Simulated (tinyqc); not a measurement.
# Landau coefficient from the swing

Inverse problem. Below threshold and near Q = 0, a ferroelectric film of thickness tf changes the swing n Vt ln 10 by the factor 1 + 2 al tf Cp, and al = -3 sqrt(3) Ec/(4 Pr) (1 nm times 1 kV/cm is 1e-4 V). Find n, al and Pr.

Parameters, values chosen for the exercise: temperature T = 300 K; coercive field Ec = 800 kV/cm; overlap capacitance per gate area Cp = 0.78 uF/cm^2.

Constants: q = 1.602176634e-19 C, kB = 1.380649e-23 J/K, Vt = kB T/q. Results are converted to the units shown.

swing without the film and with tf = 5.1 nm (mV/decade): [78.574887, 72.668828]

Solution. The first swing gives n, the ratio of the two gives al, and Ec then gives Pr.

n = 1.320
al = -94.48 kV cm/uC
Pr = 11.00 uC/cm^2

Program tinyqc, `OMP_NUM_THREADS=1 python tinyqc.py 2860029 2860030 out.jsonl`; Intel Xeon 2.30GHz, shared host, one thread, about 0.02 s.
